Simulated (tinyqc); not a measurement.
Nucleation and growth of vacancy voids in a cooling silicon-like crystal. Inputs raised by 5 %, one at a time. Computed by tinyqc, a small Python program. Command: `OMP_NUM_THREADS=1 python tinyqc.py 3023921 3023922 out.jsonl voids sens`. One thread of a shared host (Intel(R) Xeon(R) Processor @ 2.30GHz), about 0.5 s of CPU time with the checks.

Spherical voids; vacancies are lost only to voids.

Inputs (values chosen for the exercise, for a model crystal):
```
quantity                                    value    unit
vacancy density at the melting point C_m  6.4e+14  1/cm^3
formation energy E_f                         4.24      eV
melting point T_m                            1685       K
diffusion prefactor D0                    0.00073  cm^2/s
migration energy E_m                         0.37      eV
site density rho                            5e+22  1/cm^3
void surface energy gamma                   0.846   J/m^2
cooling rate q                               0.66   K/min
vacancy excess C0                         6.1e+13  1/cm^3
temperature of the worked step T             1415       K
temperature step                            0.125       K
```

Vacancy supply: given.

Constants: k_B = 8.617333262e-05 eV/K; k_B = 1.380649e-23 J/K; e = 1.602176634e-19 C.

Method:
- C = C0 as given.
- C_e = C_m exp[-(E_f/k_B)(1/T - 1/T_m)]; D = D0 exp(-E_m/(k_B T)); f = k_B T ln(C/C_e); r* = 2 gamma/(rho f); W* = 16 pi gamma^3/(3 rho^2 f^2); Z = f/sqrt(12 pi W* k_B T); I = rho Z (4 pi r* D C) exp(-W*/(k_B T)).
- March down from 1500 K in steps dT, dt = dT/q, with values at the upper end of each step: a class of I dt voids is born with r*; then all classes grow by r^2 += 2 D (C - C_e) dt/rho; C falls by the vacancies added to voids. Stop at 1150 K. T_n is the T of the largest I, N the final count (classes under 1e-6 /cm^3 are dropped), and the mean radius the number average.

Runs:
```
input moved                                           from         to  void density N (1/cm^3)  mean radius (nm)  rate I (1/(cm^3 s))  W*/(k_B T)
base run                                                 -          -               2.8149e+05            100.55           8.7247e+01      52.450
vacancy density at the melting point C_m (1/cm^3)  6.4e+14   6.72e+14               2.8439e+05            100.20           1.6908e+01      54.076
formation energy E_f (eV)                             4.24      4.452               2.8914e+05             99.66           2.8766e+05      44.432
diffusion prefactor D0 (cm^2/s)                    0.00073  0.0007665               2.6199e+05            102.98           9.1609e+01      52.450
void surface energy gamma (J/m^2)                    0.846     0.8883               2.7776e+05            100.93           2.1860e-02      60.718
cooling rate q (K/min)                                0.66      0.693               3.0244e+05             98.17           8.7247e+01      52.450
vacancy excess C0 (1/cm^3)                         6.1e+13  6.405e+13               2.7214e+05            103.36           4.3967e+02      50.897
```

Exponents ln(y'/y) / ln(x'/x):
```
input                                     void density N  mean radius    rate I  W*/(k_B T)
vacancy density at the melting point C_m           0.210       -0.070   -33.633       0.626
formation energy E_f                               0.550       -0.181   166.033      -3.400
diffusion prefactor D0                            -1.471        0.491     1.000       0.000
void surface energy gamma                         -0.273        0.078  -169.949       3.000
cooling rate q                                     1.471       -0.491     0.000       0.000
vacancy excess C0                                 -0.692        0.565    33.148      -0.616
```

Among the inputs moved here: void density N answers most in size to diffusion prefactor D0 (exponent -1.471), and about equally to cooling rate q (+1.471). Its exponent -1.471 in diffusion prefactor D0: only q/D matters. Its exponent +1.471 in cooling rate q: the scaling law of burst nucleation. Mean radius answers most in size to vacancy excess C0 (exponent +0.565), next to diffusion prefactor D0 (+0.491). Its exponent +0.491 in diffusion prefactor D0: only q/D matters. Its exponent -0.491 in cooling rate q: fixed volume shared among q^(3/2) voids. Rate I answers most in size to void surface energy gamma (exponent -169.949), next to formation energy E_f (+166.033); its exponent is below 0.0005 for cooling rate q. W*/(k_B T) answers most in size to formation energy E_f (exponent -3.400), next to void surface energy gamma (+3.000); its exponent is below 0.0005 for diffusion prefactor D0, cooling rate q.
